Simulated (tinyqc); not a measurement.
How far the derived k.p bands hold: k.p values derived from sp3s* tight binding at Gamma.

sp3s* tight binding, nearest neighbours only: anion (a) at 0, cation (c) at a/4 (1,1,1), orbitals s, px, py, pz, s* on each; k in units of 2 pi/a. With phases e_j = exp(i (pi/2) k.n_j) for n = (1,1,1), (1,-1,-1), (-1,1,-1), (-1,-1,1): g0 = (e1+e2+e3+e4)/4, g1 = (e1+e2-e3-e4)/4, g2 = (e1-e2+e3-e4)/4, g3 = (e1-e2-e3+e4)/4. The diagonal holds the levels Esa, Epa, Exa (s*) and Esc, Epc, Exc. Anion-cation block: <sa|sc> = Vss g0; <sa|xc> = Vsapc g1; <xa|sc> = -Vscpa g1; <xa|xc> = Vxx g0; <xa|yc> = <ya|xc> = Vxy g3, <xa|zc> = <za|xc> = Vxy g2, <ya|zc> = <za|yc> = Vxy g1; <s*a|xc> = Vxapc g1; <xa|s*c> = -Vpaxc g1; y and z take g2 and g3 in place of g1; s-s* and s*-s* vanish.

Constants: hbar^2/2m0 = 3.80998211 eV angstrom^2.

Parameters, chosen for this exercise (near a published set for SiC, fitted to gaps, whose masses and valley positions are rough; the results hold for these values, not for the real material): a = 4.361 angstrom (lattice constant); Esa = -8.454 eV (s level of the anion); Epa = 2.108 eV (p level of the anion); Esc = -4.858 eV (s level of the cation); Epc = 4.289 eV (p level of the cation); Exa = 9.725 eV (s* level of the anion); Exc = 9.232 eV (s* level of the cation); Vss = -12.452 eV (s-s); Vxx = 3.06 eV (px-px); Vxy = 5.971 eV (px-py); Vsapc = 9.47 eV (s anion, p cation); Vscpa = 9.22 eV (s cation, p anion); Vxapc = 8.615 eV (s* anion, p cation); Vpaxc = 4.391 eV (p anion, s* cation).

Couplings:
```
pair,P (eV angstrom),E(first) - E(second) (eV)
S+ to P-,-10.10525,5.97515
S+ to P+,1.14404,-0.52186
S- to P-,0.87947,-19.18714
s*a to P-,-5.41316,9.77501
s*c to P-,3.91226,9.28201
```

mass = 0.52496 m0

L, M, N (eV angstrom^2): -19.9834  -4.8097  -21.5337

Along [100]: level 5 and level 2 of the full matrix against parabolas c k^2/m and L k^2, and against the two-level form that keeps S+ and the x state of P- exactly, [[EG + (c/m - P^2/EG) k^2, P k], [P k, (L + P^2/EG) k^2]]. Energies from Ev.

Levels (eV):
```
k (1/angstrom),c: full,c: parabola,c: two-level,v: full,v: parabola,v: two-level
0.02,5.9780,5.9780,5.9780,-0.0080,-0.0080,-0.0080
0.04,5.9865,5.9868,5.9867,-0.0318,-0.0320,-0.0319
0.06,5.9998,6.0013,6.0009,-0.0713,-0.0719,-0.0716
0.09,6.0255,6.0339,6.0321,-0.1587,-0.1619,-0.1600
0.12,6.0470,6.0797,6.0740,-0.2780,-0.2878,-0.2821
0.16,6.0142,6.1609,6.1439,-0.4821,-0.5116,-0.4945
0.20,5.8822,6.2655,6.2259,-0.7315,-0.7993,-0.7598
0.30,5.4218,6.6283,6.4581,-1.5082,-1.7985,-1.6283
```

The conduction parabola stays within 10 meV up to k = 0.09 and the two-level form up to 0.09; for the light valence band, 0.12 and 0.12 (1/angstrom, among these rows; a dash would mean not even the first). At 0.2 the errors are +383 and +344 meV for the conduction band. Keeping the strongest coupling exactly removes less than half of that error: higher bands, which bend level 5 down towards X, make the rest.

tinyqc: `OMP_NUM_THREADS=1 python tinyqc.py 1480410 1480411 out.jsonl`; about 0.01 s, one thread, shared Intel(R) Xeon(R) Processor @ 2.30GHz.
